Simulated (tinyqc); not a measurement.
Charge centroid from charge and shift.

Problem. A sheet of N electrons in the storage layer of a charge-trap cell shifts the threshold by U = (q/eps0) N (tb/eb + xc tn/en). Find xc and the distance xc tn from the blocking layer.

Parameters, values chosen for the exercise:
- tn = 6.7 nm (storage layer)
- en = 7.3 (its relative permittivity)
- tb = 13.9 nm (blocking layer)
- eb = 9 (its relative permittivity)

Constants: q = 1.602176634e-19 C, eps0 = 8.8541878128e-14 F/cm where lengths are in cm. Results are converted to the units shown.

N = 5.2e12 cm^-2
U = 1.9886772 V

Answer. U eps0/(q N) is the electrical distance from the gate; subtract that of the blocking layer.

xc = 0.6200
distance = 4.154 nm

Numbers from tinyqc (`OMP_NUM_THREADS=1 python tinyqc.py 2130153 2130154 out.jsonl`; about 0.06 s on one thread of a shared Intel Xeon 2.30GHz).
